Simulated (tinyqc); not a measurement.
# Mobility, diffusion coefficient and lifetime from two collectors

Inverse problem. For an injected sheet in a field F the peak time tp at distance L obeys u^2 tp^2 + 2 D tp = L^2 with u^2 = v^2 + 4 D/tau, and the pulse area goes as exp(L (v - u)/(2 D)); v = mu F. Find u, D, mu and tau without using the Einstein relation.

Parameters, values chosen for the exercise:
- F = 8.1 V/cm (sweep field along the drift)

distances (um): [510, 1500]
peak times (us): [3.05420489, 9.28241504]
ratio of the areas, far over near = 0.401964493

Answer. The two peak times give two linear equations for u^2 and D; the area ratio gives v - u, and u^2 - v^2 = 4 D/tau gives tau.

u = 1.589e4 cm/s
D = 40.29 cm^2/s
mu = 1870 cm^2/(V s)
tau = 7.000e-6 s

Program tinyqc, `OMP_NUM_THREADS=1 python tinyqc.py 2310105 2310106 out.jsonl`; Intel Xeon 2.30GHz, shared host, one thread, about 0.01 s.
